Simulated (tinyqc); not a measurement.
# Worked calculation: free and trapped electrons in a MOS channel with a dense trap tail

Numbers from tinyqc (`OMP_NUM_THREADS=1 python tinyqc.py 2222238 2222239 out.jsonl`; about 0.02 s on one thread of a shared Intel Xeon 2.30GHz). Printed values are rounded.

p-type body, charge-sheet picture, full ionisation (an idealisation for deep acceptors), Boltzmann statistics for free electrons. e = Ec - EF at the surface. Acceptor-like traps of density D(E) = D0 + De exp(-E/Ew) at depth E below Ec, from 0 to Eu, hold n_t = integral of D(E)/(1 + exp((e - E)/Vt)). psi = Eg - Vt ln(Nv/Na) - e; N_dep = sqrt(2 eps0 eps_r Na (psi - Vt)/q); n_f = sqrt(N_dep^2 + 2 eps0 eps_r Vt Nc exp(-e/Vt)/q) - N_dep; Vg = Vfb + psi + q (N_dep + n_t + n_f)/Cox, Cox = eps0 eox/tox.

Values chosen for this exercise; band and dielectric values close to those of 4H silicon carbide: temperature T = 400 K; band gap Eg = 3.23 eV; relative permittivity eps_r = 9.6; conduction-band density of states at T Nc = 2.6e19 cm^-3; valence-band density of states at T Nv = 3.9e19 cm^-3; relative permittivity of the insulator eox = 3.9; insulator thickness tox = 36 nm; acceptor density Na = 3.5e16 cm^-3; flat-band voltage without trapped charge Vfb = -2.45 V; constant background density of acceptor-like traps D0 = 5.3e10 cm^-2 eV^-1; density of the tail at the conduction edge De = 7.8e12 cm^-2 eV^-1; decay energy of the tail Ew = 0.06 eV; depth below Ec down to which the traps reach Eu = 0.76 eV; mobility of free electrons mf = 200 cm^2/(V s); Ec - EF at the surface e = 0.153 eV.

Constants: q = 1.602176634e-19 C, kB = 1.380649e-23 J/K, Vt = kB T/q, eps0 = 8.8541878128e-14 F/cm where lengths are in cm. Results are converted to the units shown.

## Trapped charge

Trapezoid rule on 14 equal steps from 0 to Eu, f = 1/(1 + exp((e - E)/Vt)).

```
point,E (eV),D(E) f (cm^-2 eV^-1)
0,0,9.16687e10
1,0.0542857,1.73202e11
2,0.108571,2.87349e11
3,0.162857,3.25342e11
4,0.217143,2.26824e11
5,0.271429,1.33318e11
6,0.325714,8.66593e10
7,0.38,6.67615e10
8,0.434286,5.85890e10
9,0.488571,5.52650e10
10,0.542857,5.39172e10
11,0.597143,5.33713e10
12,0.651429,5.31503e10
13,0.705714,5.30608e10
14,0.76,5.30246e10
```

n_t = 9.22399e10 cm^-2

With 1600 steps n_t = 9.251e10 cm^-2; the coarse value is 0.29 % below it.

## Charges and gate voltage

psi, N_dep, n_f and Vg as defined, with the n_t given; free share n_f/(n_f + n_t); apparent mobility mf n_f/(n_f + n_t); gate voltage spent on traps q n_t/Cox.

psi = 2.83516 V
N_dep = 1.01985e12 cm^-2
n_f = 5.36522e10 cm^-2
Vg = 2.33233 V
free share = 36.7753 %
apparent mobility = 73.5505 cm^2/(V s)
gate voltage spent on traps = 0.154070 V
